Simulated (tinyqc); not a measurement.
Rutherford backscattering from a thin compound film on silicon: kinematics, yields, composition and thickness: one step, computed by the program tinyqc. Command: `OMP_NUM_THREADS=1 python tinyqc.py 3000587 3000588 out.jsonl rbs walk`. One thread of a shared host (Intel(R) Xeon(R) Processor @ 2.30GHz), about 0.01 s of CPU time with the checks.

Singly charged helium ions (Z1 = 2, M1 = 4.0026 u) enter at the tilt angle a1 to the normal and leave at a2 = |180 - theta - tilt| in the same plane. The film is A B_x.

Problem. Yields. Rutherford cross section in the laboratory frame: sigma = (Z1 Z e^2/(4 pi eps_0 4E))^2 (4/sin^4 theta) (r + cos theta)^2/r, r = sqrt(1 - (M1 sin theta/M)^2), times the screening factor 1 - 0.049 Z1 Z^(4/3)/E (E in keV); 1 angstrom^2 = 1e8 barn. Counts = (charge/e) x solid angle x sigma(E_mean) x areal density of the element/cos a1, E_mean = E0 - half the energy lost on the way in; 1 barn = 1e-24 cm^2. The ratio of areas returns x = (Y_B/Y_A)(sigma_A/sigma_B), with the counting error sqrt(1/Y_A + 1/Y_B).

Inputs (values chosen for the exercise, modelled on a helium beam on HfO2):

| quantity | value | unit |
|---|---|---|
| beam energy E0 | 2.1 | MeV |
| scattering angle theta | 165 | degrees |
| tilt of the sample | 7 | degrees |
| heavy element: Z_A | 72 | - |
| heavy element: mass M_A | 178.5 | u |
| light element: Z_B | 8 | - |
| light element: mass M_B | 16 | u |
| atoms of B per atom of A, x | 1.9 | - |
| collected charge | 25 | microcoulomb |
| detector solid angle | 2.2 | msr |

energy lost on the way in = 11.07322 keV

areal density N d = 175.35 1e15 atoms/cm^2

Constants: e^2/(4 pi eps_0) = 14.39964548 eV angstrom; e = 1.602176634e-19 C.

Give: cross sections; counts; ratio of areas Y_B/Y_A; counting error of x without background.

Solution.

cross sections (barn/sr): A 6.2451, B 0.0690

counts: A 1.3060e+05, B 2.7425e+03

ratio of areas Y_B/Y_A = 0.020999

counting error of x without background = 1.9295 %

The cross sections differ by 90.5, near (Z_A/Z_B)^2 = 81.0. The signal of B lies below the silicon edge, on the substrate background, so its real error is larger unless the substrate is channelled.
